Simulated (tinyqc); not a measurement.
Inside a calculation: six-band Luttinger-Kohn model with strain. Values are carried at full precision from step to step, so a last printed digit may differ when a step is redone from the rounded ones.

Constants: hbar^2/2m0 = 3.80998211 eV angstrom^2.

Values chosen for the exercise (near those of Si; shifted at random, so the results belong to these values and not to a real crystal):
- C11 = 164.8 GPa
- C12 = 65.2 GPa
- C44 = 77.4 GPa
- load = uniaxial [001] (kind of stress)
- X = 0.24 GPa (stress)
- Dso = 0.045 eV (spin-orbit splitting)
- g1 = 4.3 (Luttinger gamma1)
- g2 = 0.34 (gamma2)
- g3 = 1.45 (gamma3)
- av = 2.45 eV (valence hydrostatic potential)
- b = -2.13 eV (tetragonal shear potential)
- d = -4.91 eV (trigonal shear potential)
- k = (0.036, 0.033, 0.046) 1/angstrom (wave vector)
- kmax = 0.12 1/angstrom (end of the path)

## Strain from a uniaxial [001] stress

s11 = (C11 + C12)/((C11 - C12)(C11 + 2 C12)), s12 = -C12/((C11 - C12)(C11 + 2 C12)), s44 = 1/C44; exx = s11 sxx + s12 (syy + szz) and cyclic, exy = s44 sxy/2; tension is positive. A uniaxial stress X along the unit vector n is s_ij = X n_i n_j.

s11, s12, s44 (1/TPa): 7.8226  -2.2175  12.9199

strain tensor:
```
           x          y         z
x  -0.000532   0.000000  0.000000
y   0.000000  -0.000532  0.000000
z   0.000000   0.000000  0.001877
```

The volume changes by +0.081 %; there is no shear in the cubic axes, so d does not enter.

## The terms P, Q, R, S at one k

P = c g1 k^2 - av tr(e); Q = c g2 (kx^2 + ky^2 - 2 kz^2) - (b/2)(exx + eyy - 2 ezz); R = c sqrt3 [-g2 (kx^2 - ky^2) + 2i g3 kx ky] + (sqrt3/2) b (exx - eyy) - i d exy; S = 2 c sqrt3 g3 (kx - i ky) kz - d (exz - i eyz); c = hbar^2/2m0, e the strain tensor (not engineering shear).

Form the four terms.

Terms (eV):
```
term             from k  from strain
P               0.07374     -0.00199
Q              -0.00239     -0.00513
R     -0.00046+0.02274i      0.00000
S      0.03169-0.02905i      0.00000
```

## The Hamiltonian

Six-band Luttinger-Kohn model in the basis |3/2,3/2>, |3/2,1/2>, |3/2,-1/2>, |3/2,-3/2>, |1/2,1/2>, |1/2,-1/2>, electron energies, zero at the top of the unstrained valence band. H = -[rows: (P+Q, -S, R, 0, -S/r2, r2 R); (-S*, P-Q, 0, R, -r2 Q, r32 S); (R*, 0, P-Q, S, r32 S*, r2 Q); (0, R*, S*, P+Q, -r2 R*, -S*/r2); (-S*/r2, -r2 Q, r32 S, -r2 R, P+Dso, 0); (r2 R*, r32 S*, r2 Q, -S/r2, 0, P+Dso)], r2 = sqrt(2), r32 = sqrt(3/2). Levels are twofold.

Each term is the sum of its two parts.

H(k) (eV):
```
                 3/2,3/2          3/2,1/2         3/2,-1/2         3/2,-3/2          1/2,1/2         1/2,-1/2
3/2,3/2          -0.0642   0.0317-0.0291i   0.0005-0.0227i                0   0.0224-0.0205i   0.0007-0.0322i
3/2,1/2   0.0317+0.0291i          -0.0793                0   0.0005-0.0227i          -0.0106  -0.0388+0.0356i
3/2,-1/2  0.0005+0.0227i                0          -0.0793  -0.0317+0.0291i  -0.0388-0.0356i           0.0106
3/2,-3/2               0   0.0005+0.0227i  -0.0317-0.0291i          -0.0642  -0.0007-0.0322i   0.0224+0.0205i
1/2,1/2   0.0224+0.0205i          -0.0106  -0.0388+0.0356i  -0.0007+0.0322i          -0.1167                0
1/2,-1/2  0.0007+0.0322i  -0.0388-0.0356i           0.0106   0.0224-0.0205i                0          -0.1167
```

## Levels and their make-up

Diagonalise H. The weights add +m and -m and are averaged over each pair; m is taken along z.

levels from the top, each twofold (eV): -0.0223  -0.0496  -0.1884

weights:
```
               top  second  third
|3/2,+-3/2>  0.551   0.234  0.214
|3/2,+-1/2>  0.442   0.257  0.301
|1/2,+-1/2>  0.006   0.509  0.485
```

The top pair is 55 % |3/2,+-3/2>, the second pair is 51 % |1/2,+-1/2> and the third pair is 49 % |1/2,+-1/2>.

## Band edges at k = 0
Diagonalise H at k = 0. The weights add +m and -m (m along z) and are averaged over each pair.

edges from the top (eV): 0.0071  -0.0019  -0.0443

weights at k = 0:
```
               top  second  third
|3/2,+-3/2>  1.000   0.000  0.000
|3/2,+-1/2>  0.000   0.970  0.030
|1/2,+-1/2>  0.000   0.030  0.970
```

The stress splits the top two pairs by 9.0 meV, 0.35 times kT at 300 K (25.85 meV); the third lies 51.4 meV below the top, against Dso = 45 meV without stress.

## The edges in closed form

With R = S = 0: P = -av tr(e), Q = -(b/2)(exx + eyy - 2 ezz), W = sqrt(Dso^2 + 2 Dso Q + 9 Q^2); E(HH) = -P - Q, E(LH) and E(SO) = -P + (Q - Dso +/- W)/2. Without the coupling to the split-off band E(LH) = -P + Q.

P = -0.00199 eV
Q = -0.00513 eV
W = 0.04243 eV

E(HH), E(LH), E(SO) (eV): 0.0071  -0.0019  -0.0443

E(LH) without the coupling = -0.0031 eV

The heavy-hole edge is on top. The coupling raises the light-hole edge by 1.3 meV; to lowest order it is 2 Q^2/Dso = 1.2 meV, with |Q|/Dso = 0.11.

## Hole masses at the edges

Curvature at k = 0: m/m0 = -2 c h^2/(E(h u) + E(-h u) - 2 E(0)) with h = 0.0002 1/angstrom along the unit vector u.

Hole masses (m0):
```
direction    top  second  third
[110]      0.216   0.242  0.242
[1-10]     0.216   0.242  0.242
[100]      0.216   0.242  0.242
[001]      0.276   0.216  0.215
```

Of the directions listed, the top pair is lightest along [110], [1-10] and [100] (0.216) and heaviest along [001] (0.276). These masses hold only for hole energies well below the splitting of 9 meV.

## Bands along [100] and [001]

Six points from 0 to kmax in each direction.

Levels (eV):
```
direction  |k| (1/angstrom)      top   second    third  top, no stress  second, no stress
[100]                 0.000   0.0071  -0.0019  -0.0443          0.0000             0.0000
[100]                 0.024  -0.0027  -0.0112  -0.0534         -0.0079            -0.0108
[100]                 0.048  -0.0290  -0.0413  -0.0820         -0.0318            -0.0420
[100]                 0.072  -0.0696  -0.0901  -0.1341         -0.0715            -0.0894
[100]                 0.096  -0.1255  -0.1519  -0.2146         -0.1271            -0.1500
[100]                 0.120  -0.1971  -0.2265  -0.3232         -0.1986            -0.2242
[001]                 0.000   0.0071  -0.0019  -0.0443          0.0000             0.0000
[001]                 0.024  -0.0008  -0.0119  -0.0546         -0.0079            -0.0108
[001]                 0.048  -0.0247  -0.0407  -0.0869         -0.0318            -0.0420
[001]                 0.072  -0.0644  -0.0853  -0.1441         -0.0715            -0.0894
[001]                 0.096  -0.1200  -0.1442  -0.2278         -0.1271            -0.1500
[001]                 0.120  -0.1915  -0.2176  -0.3377         -0.1986            -0.2242
```

## Checks

- Levels against the same model in the basis X, Y, Z times spin: they agree to 1e-10 or better.
- Closed-form edges against the diagonalisation: they agree to 1e-10 or better.

(tinyqc, `OMP_NUM_THREADS=1 python tinyqc.py 1080265 1080266 out.jsonl`, Intel(R) Xeon(R) Processor @ 2.30GHz, 1 thread, shared host, about 0.04 s.)
